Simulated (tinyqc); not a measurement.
# Schottky barrier on an n-type semiconductor with a doping step, non-linear Poisson equation by Newton steps: Capacitance-voltage profiling

One dimension, metal at x = 0, donor density C(x) = N1 for x < x1 and Nd beyond. Energies are counted from the electron Fermi level of the semiconductor and the conduction-band edge is Ec = -psi, so n = Nc exp(psi/Vt); holes follow the Fermi level of the metal, at -V, so p = Nv exp((V - psi - Eg)/Vt). Ends: psi(0) = V - phiB and psi = Vt ln(Nd/Nc) deep inside. Boltzmann statistics, full ionisation, no current, no image force in the Poisson equation.

The Poisson equation d/dx(eps0 eps_r dpsi/dx) = -q (p - n + C) is solved on a mesh of about 1000 nodes or more that ends in neutral material. C_s = q d/dV of the integral of n over x, from the linearised equation. Probed depth w = eps0 eps_r/C_s; apparent doping N_app = C_s^3/(q eps0 eps_r dC_s/dV), the derivative by central differences over +/- 0.02 V.

Parameters, values chosen for the exercise; band and dielectric values close to those of gallium arsenide: temperature T = 300 K; band gap Eg = 1.43 eV; relative permittivity eps_r = 12.7; conduction-band density of states at T Nc = 4.44e17 cm^-3; valence-band density of states at T Nv = 8.93e18 cm^-3; donor density deep in the semiconductor Nd = 4.5e16 cm^-3; barrier height phiB = 0.8 eV; depth of the doping step x1 = 83 nm; donor density above the step N1 = 2.2e15 cm^-3.

Constants: q = 1.602176634e-19 C, kB = 1.380649e-23 J/K, Vt = kB T/q, eps0 = 8.8541878128e-14 F/cm where lengths are in cm. Results are converted to the units shown.

The same in every row: true C(w) (cm^-3) = 4.50e16.

Results:

| V (V) | C_s (nF/cm^2) | w (nm) | N_app (cm^-3) | \|E_0\| (kV/cm) |
|---|---|---|---|---|
| 0 | 66.2 | 170 | 4.50e16 | 58.3 |
| -1.11 | 44.6 | 252 | 4.50e16 | 111 |
| -1.67 | 39.5 | 285 | 4.50e16 | 132 |
| -2.22 | 35.9 | 313 | 4.50e16 | 150 |
| -2.78 | 33.1 | 340 | 4.50e16 | 167 |
| -3.33 | 30.9 | 364 | 4.50e16 | 183 |
| -3.89 | 29.0 | 388 | 4.50e16 | 198 |
| -4.44 | 27.5 | 409 | 4.50e16 | 212 |
| -5 | 26.2 | 430 | 4.50e16 | 225 |

Estimate the missing row, V = -0.56 V.

Computed row:

| V (V) | C_s (nF/cm^2) | w (nm) | N_app (cm^-3) | \|E_0\| (kV/cm) |
|---|---|---|---|---|
| -0.56 | 52.2 | 215 | 4.50e16 | 87.4 |

With this row back in the table: C_s falls from 66.2 to 26.2 nF/cm^2 while the probed depth goes from 170 to 430 nm. The apparent doping stays near 4.50e16 cm^-3. It departs most from the true doping at that depth for V = 0 V, where it is 0.033 % below it; so the doping is read well over the depths probed. The step lies inside the layer that is depleted at zero bias and is not seen.

Computed by the program tinyqc: `OMP_NUM_THREADS=1 python tinyqc.py 2020080 2020081 out.jsonl`, one thread of a shared Intel Xeon 2.30GHz, about 0.06 s for the whole run.
